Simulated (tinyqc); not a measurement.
Inside a calculation. Model: ion-assisted plasma etching: sheath, surface coverage, synergy and aspect-ratio dependence. Computed by tinyqc, a small Python program that keeps every step. Command: `OMP_NUM_THREADS=1 python tinyqc.py 3014159 3014160 out.jsonl etch walk`. One thread of a shared host (Intel(R) Xeon(R) Processor @ 2.30GHz), about 0.05 s of CPU time with the checks. Intermediate numbers are printed to about 6 digits and carried at full precision; extremes and crossings named in words are read from the listed rows.

Radicals adsorb on bare sites; ions remove covered sites with a high yield and bare sites by sputtering; a slow spontaneous reaction acts everywhere, walls included.

Inputs (values chosen for the exercise, close to those used for silicon dioxide in a fluorocarbon plasma):

| quantity | value | unit |
|---|---|---|
| plasma density n_e | 8.8e+09 | 1/cm^3 |
| electron temperature T_e | 3.8 | eV |
| ion mass M_i | 69 | u |
| sheath voltage V | 93 | V |
| radical density n | 8.4e+12 | 1/cm^3 |
| radical mass M_n | 31 | u |
| gas temperature T_g | 600 | K |
| sticking coefficient s | 0.052 | - |
| radicals per removed unit x | 4 | - |
| yield slope b | 0.11 | eV^(-1/2) |
| threshold E_th | 28 | eV |
| sputter slope b_p | 0.014 | eV^(-1/2) |
| sputter threshold E_p | 30 | eV |
| spontaneous reaction probability k_c | 1.2e-06 | - |
| solid density N | 2.2e+22 | 1/cm^3 |
| ion temperature T_i | 0.35 | eV |
| aspect ratio A | 5.4 | - |

Feature: round hole.

Constants: e = 1.602176634e-19 C; u = 1.6605390666e-27 kg; k_B = 1.380649e-23 J/K; eps_0 = 8.8541878128e-12 F/m.

## Fluxes

Bohm speed u_B = sqrt(e T_e/M_i); ion flux G_i = 0.61 n_e u_B; radical flux G_n = n c/4 with c = sqrt(8 k_B T_g/(pi M_n)).

Bohm speed = 230514 cm/s

ion flux G_i = 1.23740e+15 1/(cm^2 s)

radical speed c = 64015.0 cm/s

radical flux G_n = 1.34432e+17 1/(cm^2 s)

flux ratio G_n/G_i = 108.640

## Sheath and ion angles

Debye length lambda_D = sqrt(eps_0 T_e/(e n_s)) with n_s = 0.61 n_e, T_e in volts; Child-law sheath d = (sqrt2/3) lambda_D (2 V/T_e)^(3/4); ion energy E = V + T_e/2; angular spread = arctan(sqrt(T_i/E)).

Debye length = 197.790 um

sheath thickness = 1725.42 um

ion energy E = 94.9 eV

angular spread = 3.47529 degrees

## Yields

Yields: Y = b (sqrt(E) - sqrt(E_th)) on covered sites, Y_p = b_p (sqrt(E) - sqrt(E_p)) on bare ones (zero below threshold).

yield Y = 0.489518

sputter yield Y_p = 0.0597021

## Open-field etch rate

Steady coverage: s G_n (1 - theta) = x Y G_i theta; removal flux = Y G_i theta + Y_p G_i (1 - theta) + k_c G_n; rate = flux/N, 1 cm/s = 6e8 nm/min. Lateral rate = k_c G_n/N; anisotropy = 1 - lateral/vertical; synergy = vertical/(ions alone + radicals alone), with ions alone Y_p G_i/N and radicals alone the lateral rate.

coverage theta = 0.742609

vertical rate = 12.7908 nm/min

lateral rate = 0.00439958 nm/min

anisotropy = 0.999656

synergy = 6.33464

Ions and radicals both limit the rate.

## Rate at the floor of the feature

Transmission of a round hole: K = 1/(1 + 3A/4), walls that scatter diffusely without loss. With a loss probability S = s (1 - theta) at the floor, G_b/G_n = K/(K + S - K S); theta follows G_b, and the two are solved together. Ions are taken to reach the floor unshadowed; G_b replaces G_n in every term of the rate; A is depth over diameter.

transmission K = 0.198020

G_b/G_n = 0.946570

coverage at the floor = 0.731974

rate at the floor = 12.6363 nm/min

floor rate over open-field rate = 0.987922

The lag is 1.2 %.

## Etch lag against aspect ratio

The formulas are those given above.

Floor of the feature:

| A | K | G_b/G_n | theta | rate (nm/min) | relative rate |
|---|---|---|---|---|---|
| 0.5 | 0.727273 | 0.994987 | 0.741647 | 12.7768 | 0.998908 |
| 1.0 | 0.571429 | 0.989988 | 0.740680 | 12.7628 | 0.997810 |
| 2.0 | 0.400000 | 0.980028 | 0.738734 | 12.7345 | 0.995599 |
| 5.0 | 0.210526 | 0.950473 | 0.732780 | 12.6480 | 0.988838 |
| 10.0 | 0.117647 | 0.902338 | 0.722482 | 12.4984 | 0.977142 |
| 20.0 | 0.062500 | 0.810622 | 0.700487 | 12.1790 | 0.952168 |
| 50.0 | 0.025974 | 0.577597 | 0.624969 | 11.0826 | 0.866448 |
| 100.0 | 0.013158 | 0.335313 | 0.491721 | 9.1487 | 0.715258 |

K falls by a factor 55.3 over the rows and the rate by 1.40. Among these rows the rate stays within 10 % of the open-field value up to A = 20, with an open-field coverage of 0.74. Caution: rows with A above about 1/(2 tan(ion spread)) or 1/sqrt(k_c), often 10 to 30, are formal: ion shadowing, radical loss on the walls, redeposition of sputtered material and, in fluorocarbon plasmas, polymer growth are left out and add to the lag.

## Yield per ion against the flux ratio

The ion flux is fixed and the radical flux set by the ratio; the removal per ion is the removal flux over G_i.

Open field:

| G_n/G_i | theta | rate (nm/min) | removal per ion |
|---|---|---|---|
| 0.3 | 0.007904 | 2.1294 | 0.063100 |
| 1 | 0.025870 | 2.3901 | 0.070823 |
| 3 | 0.073791 | 3.0853 | 0.091422 |
| 10 | 0.209841 | 5.0590 | 0.149907 |
| 30 | 0.443425 | 8.4479 | 0.250329 |
| 100 | 0.726453 | 12.5561 | 0.372063 |
| 300 | 0.888480 | 14.9144 | 0.441945 |
| 1000 | 0.963711 | 16.0340 | 0.475120 |
| 3000 | 0.987604 | 16.4616 | 0.487790 |

Coverage reaches one half at G_n/G_i = x Y/s = 37.7. Below that the ion-assisted part follows the radical flux, on top of the sputter floor Y_p = 0.0597; above it the ion-assisted part saturates at Y = 0.490 per ion.

Checks made by the program: series form 1/R = 1/(Y G_i) + x/(s G_n) of the ion-assisted part (relative difference below 1e-10).
